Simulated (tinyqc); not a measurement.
Inside a calculation. Method: RHF in the sto-3g basis, for B+, spin multiplicity 1. This run ends on a higher stationary point, not on the lowest solution. One step of it, computed by the program tinyqc.

Question. Iteration 2: building the Fock matrix. J_ij = sum D_kl (ij|kl), K_ij = sum D_kl (ik|jl); F = H + J - 0.5 K; E = tr D H + tr D J / 2 - 0.25 tr D K + E_nn.

D after iteration 1:
```
,1B 1s,1B 2s,1B 2px,1B 2py,1B 2pz
1B 1s,1.962899,0.064753,0.000000,0.000000,0.000000
1B 2s,0.064753,0.002222,0.000000,0.000000,0.000000
1B 2px,0.000000,0.000000,2.000000,0.000000,0.000000
1B 2py,0.000000,0.000000,0.000000,0.000000,0.000000
1B 2pz,0.000000,0.000000,0.000000,0.000000,0.000000
```

core Hamiltonian H = T + V (hartree):
```
,1B 1s,1B 2s,1B 2px,1B 2py,1B 2pz
1B 1s,-12.321086,-3.187330,0.000000,0.000000,0.000000
1B 2s,-3.187330,-3.412465,0.000000,0.000000,0.000000
1B 2px,0.000000,0.000000,-2.617559,0.000000,0.000000
1B 2py,0.000000,0.000000,0.000000,-2.617559,0.000000
1B 2pz,0.000000,0.000000,0.000000,0.000000,-2.617559
```

Two-electron integrals (ij|kl) in chemists' order, unique and non-zero (hartree):
```
i,j,k,l,(ij|kl)
1,1,1,1,2.923513
2,1,1,1,0.518376
2,1,2,1,0.109262
2,2,1,1,0.744229
2,2,2,1,0.193177
2,2,2,2,0.544804
3,1,3,1,0.020264
3,2,3,1,0.029996
3,2,3,2,0.120346
3,3,1,1,0.742491
3,3,2,1,0.193240
3,3,2,2,0.544682
3,3,3,3,0.586773
4,1,4,1,0.020264
4,2,4,1,0.029996
4,2,4,2,0.120346
4,3,4,3,0.031630
4,4,1,1,0.742491
4,4,2,1,0.193240
4,4,2,2,0.544682
4,4,3,3,0.523513
4,4,4,4,0.586773
5,1,5,1,0.020264
5,2,5,1,0.029996
5,2,5,2,0.120346
5,3,5,3,0.031630
5,4,5,4,0.031630
5,5,1,1,0.742491
5,5,2,1,0.193240
5,5,2,2,0.544682
5,5,3,3,0.523513
5,5,4,4,0.523513
5,5,5,5,0.586773
```

nuclear repulsion = 0 hartree

Give: Coulomb J; exchange K; Fock matrix F; total energy of this density.

Answer.

Coulomb J (hartree):
```
,1B 1s,1B 2s,1B 2px,1B 2py,1B 2pz
1B 1s,7.2923,1.4186,0.0000,0.0000,0.0000
1B 2s,1.4186,2.5764,0.0000,0.0000,0.0000
1B 2px,0.0000,0.0000,2.6572,0.0000,0.0000
1B 2py,0.0000,0.0000,0.0000,2.5307,0.0000
1B 2pz,0.0000,0.0000,0.0000,0.0000,2.5307
```

exchange K (hartree):
```
,1B 1s,1B 2s,1B 2px,1B 2py,1B 2pz
1B 1s,5.8465,1.1332,0.0000,0.0000,0.0000
1B 2s,1.1332,0.4814,0.0000,0.0000,0.0000
1B 2px,0.0000,0.0000,1.2175,0.0000,0.0000
1B 2py,0.0000,0.0000,0.0000,0.1072,0.0000
1B 2pz,0.0000,0.0000,0.0000,0.0000,0.1072
```

Fock matrix F (hartree):
```
,1B 1s,1B 2s,1B 2px,1B 2py,1B 2pz
1B 1s,-7.9520,-2.3354,0.0000,0.0000,0.0000
1B 2s,-2.3354,-1.0767,0.0000,0.0000,0.0000
1B 2px,0.0000,0.0000,-0.5691,0.0000,0.0000
1B 2py,0.0000,0.0000,0.0000,-0.1405,0.0000
1B 2pz,0.0000,0.0000,0.0000,0.0000,-0.1405
```

total energy of this density = -23.446231 hartree

This density is a damped mixture and is not idempotent.
